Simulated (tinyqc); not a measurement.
Plane-wave Kohn-Sham cycle with exchange-only LDA in a layered model solid, step by step. One step of it, computed by the program tinyqc.

Problem. Iteration 2: Hamiltonian at one k. H(m,m') = (k + G_m)^2/2 delta + V(G_m - G_m'), with V(-G) = V(G).

A solid whose potential varies along x alone (atomic units):

| parameter | value |
|---|---|
| period a | 7.800000 |
| cross-section of the cell | 22.000000 |
| electrons per cell | 2 |
| grid points | 16 |
| plane waves -n..n, n | 2 |
| k points | 4 |
| V1 in V1 cos(2 pi x/a) | -0.200000 |
| V2 in V2 cos(4 pi x/a) | -0.190000 |

V(G_m), m = 0, 1, 2, ... (hartree): -0.195220  -0.007167  -0.089616  0.002541  -0.000156

k = 0.125000 2 pi / a

Give: H.

Solution.

H (hartree), lower triangle:
```
         -2       -1       +0       +1      +2
-2   0.9454
-1  -0.0072   0.0532
+0  -0.0896  -0.0072  -0.1902
+1   0.0025  -0.0896  -0.0072   0.2154
+2  -0.0002   0.0025  -0.0896  -0.0072  1.2698
```
